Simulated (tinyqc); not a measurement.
Landau-Devonshire theory of a uniaxial ferroelectric. Changing the temperature T. Computed by tinyqc, a small Python program. Command: `OMP_NUM_THREADS=1 python tinyqc.py 3011376 3011377 out.jsonl ferro sweep`. One thread of a shared host (Intel(R) Xeon(R) Processor @ 2.30GHz), about 0.02 s of CPU time with the checks.

G(P) = (alpha/2) P^2 + (beta*/4) P^4 + (gamma/6) P^6 - E P per volume, SI units, one domain, P along the polar axis, which is normal to the film.

Inputs (values chosen for the exercise, modelled on lead titanate): alpha_0 = 744000 J m/(C^2 K); Curie-Weiss temperature T0 = 752 K; beta = -2.92e+08 J m^5/C^4; gamma = 1.63e+09 J m^9/C^6; misfit strain u_m = -0.015; electrostriction Q12 = -0.026 m^4/C^2; compliance s11 + s12 = 5.5e-12 m^2/N; film thickness d = 3.3 nm; screening length lambda = 0.024 nm; background permittivity eps_b = 8; gradient coefficient g = 1.3e-11 J m^3/C^2.

Sample: epitaxial film.

Constants: eps_0 = 8.8541878128e-12 F/m.

Method:
- alpha = alpha_0 (T - T0*), with clamping: T0* = T0 + 4 Q12 u_m/(alpha_0 (s11 + s12)), beta* = beta + 4 Q12^2/(s11 + s12).
- Ps^2 = [-beta* + sqrt(beta*^2 - 4 alpha gamma)]/(2 gamma).
- chi = 1/(eps_0 G''), G'' = alpha + 3 beta* P^2 + 5 gamma P^4 at Ps. Ps, chi and the coercive field are for perfect screening, without a depolarising field. The intrinsic coercive field is |alpha P + beta* P^3 + gamma P^5| at the P_c where G'' = 0. 1 C/m^2 = 100 microcoulomb/cm^2.
- With the term (g/2) (dP/dx)^2, (g/2) P'^2 = G(P) - G(Ps) across the wall: energy = int_(-Ps)^(Ps) sqrt(2 g [G(P) - G(Ps)]) dP (40 Gauss-Legendre points); width = 2 Ps over the slope at P = 0, sqrt(2 |G(Ps)|/g). Elastic coupling inside the wall is left out.
- Between shorted electrodes with screening length lambda each, the depolarising field is -k P, k = 2 lambda/(eps_0 (d + 2 lambda eps_b)), so alpha turns into alpha + k.
- The polar state is the lowest uniform state while alpha + k < 0 (beta* > 0) or < 3 beta*^2/(16 gamma) (beta* < 0); setting the equality gives the critical thickness d_c.

One run for each value; columns: (1) temperature T (K); (2) spontaneous polarisation Ps (microcoulomb/cm^2); (3) susceptibility chi; (4) intrinsic coercive field (MV/m); (5) wall energy (mJ/m^2); (6) critical thickness d_c (nm):
```
(1)    (2)    (3)    (4)    (5)    (6)
301  74.71   50.1  233.9  55.47   8.37
350  73.47   53.4  216.1  52.00   8.92
399  72.17   57.1  198.7  48.54   9.54
449  70.78   61.5  181.2  45.02  10.27
498  69.33   66.5  164.4  41.57  11.09
547  67.80   72.3  148.1  38.14  12.05
597  66.13   79.5  131.7  34.65  13.20
646  64.37   87.9  116.2  31.25  14.57
695  62.46   98.3  101.0  27.86  16.24
744  60.39  111.5   86.4  24.49  18.34
```

Over the rows, spontaneous polarisation Ps (microcoulomb/cm^2) falls from 74.7 to 60.4 (exponent d ln y / d ln x -0.11 between the first rows and -0.50 between the last); susceptibility chi rises from 50.1 to 112 (exponent d ln y / d ln x 0.42 between the first rows and 1.8 between the last); intrinsic coercive field (MV/m) falls from 234 to 86.4 (exponent d ln y / d ln x -0.52 between the first rows and -2.3 between the last). Ps^2 falls from 5580 to 3650 and 1/chi from 0.0200 to 0.00897: the well gets shallower as alpha shrinks in size, so the crystal softens to the field and thin films lose P sooner.

Caution (rows 301, 350, 399, 449, 498, 547): far below T0* the expansion with linear alpha(T) is only a fit. Caution (all rows): a wall under 0.8 nm, some two lattice spacings, wide is outside the continuum picture.

Extremes, crossings and ranges named in words are read from the listed rows.
